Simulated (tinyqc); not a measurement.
Worked calculation: UHF in the 3-21g basis, for H2, spin multiplicity 3. One step of it, computed by the program tinyqc.

Task: Iteration 21 (converged): orbitals. Diagonalise F' = X^T F X, C = X C', fill 2 alpha and 0 beta electrons from the bottom; D(s) = C_occ C_occ^T. Each column has its largest component positive (the first on a tie).

converged F(alpha) (hartree):
```
           1H 1s      1H 2s      2H 1s      2H 2s
1H 1s  -0.090937  -0.604974  -0.198906  -0.331437
1H 2s  -0.604974  -0.456305  -0.331437  -0.372792
2H 1s  -0.198906  -0.331437  -0.090937  -0.604974
2H 2s  -0.331437  -0.372792  -0.604974  -0.456305
```

converged F(beta) (hartree):
```
           1H 1s      1H 2s      2H 1s      2H 2s
1H 1s   0.611800  -0.045192  -0.105919  -0.086788
1H 2s  -0.045192   0.088257  -0.086788  -0.020884
2H 1s  -0.105919  -0.086788   0.611800  -0.045192
2H 2s  -0.086788  -0.020884  -0.045192   0.088257
```

X:
```
           1H 1s      1H 2s      2H 1s      2H 2s
1H 1s   1.240209  -0.484155   0.024829   0.023696
1H 2s  -0.484155   1.469076   0.023696  -0.460636
2H 1s   0.024829   0.023696   1.240209  -0.484155
2H 2s   0.023696  -0.460636  -0.484155   1.469076
```

Give: F' = X^T F X; orbital energies; coefficients C; F' = X^T F X; orbital energies; coefficients C; D(alpha) after iteration 21; D(beta) after iteration 21.

Result:

F' = X^T F X (alpha) (hartree):
```
        1       2       3       4
1   0.463  -0.768  -0.012  -0.071
2  -0.768   0.109  -0.071  -0.144
3  -0.012  -0.071   0.463  -0.768
4  -0.071  -0.144  -0.768   0.109
```

orbital energies (alpha) (hartree): MO1 -0.666, MO2 -0.341, MO3 1.070, MO4 1.082

coefficients C (alpha):
```
         MO1     MO2     MO3     MO4
1H 1s  0.277   0.284   0.887   0.911
1H 2s  0.374   0.805  -1.159  -0.689
2H 1s  0.277  -0.284  -0.887   0.911
2H 2s  0.374  -0.805   1.159  -0.689
```

F' = X^T F X (beta) (hartree):
```
        1       2       3       4
1   1.007  -0.482  -0.030  -0.040
2  -0.482   0.404  -0.040  -0.106
3  -0.030  -0.040   1.007  -0.482
4  -0.040  -0.106  -0.482   0.404
```

orbital energies (beta) (hartree): MO1 0.015, MO2 0.259, MO3 1.261, MO4 1.288

coefficients C (beta):
```
         MO1     MO2     MO3     MO4
1H 1s  0.140   0.112   0.942   0.925
1H 2s  0.471   1.009  -0.626  -0.986
2H 1s  0.140  -0.112   0.942  -0.925
2H 2s  0.471  -1.009  -0.626   0.986
```

D(alpha) after iteration 21:
```
        1H 1s   1H 2s   2H 1s   2H 2s
1H 1s   0.158   0.333  -0.004  -0.125
1H 2s   0.333   0.788  -0.125  -0.508
2H 1s  -0.004  -0.125   0.158   0.333
2H 2s  -0.125  -0.508   0.333   0.788
```

D(beta) after iteration 21:
```
       1H 1s  1H 2s  2H 1s  2H 2s
1H 1s  0.000  0.000  0.000  0.000
1H 2s  0.000  0.000  0.000  0.000
2H 1s  0.000  0.000  0.000  0.000
2H 2s  0.000  0.000  0.000  0.000
```
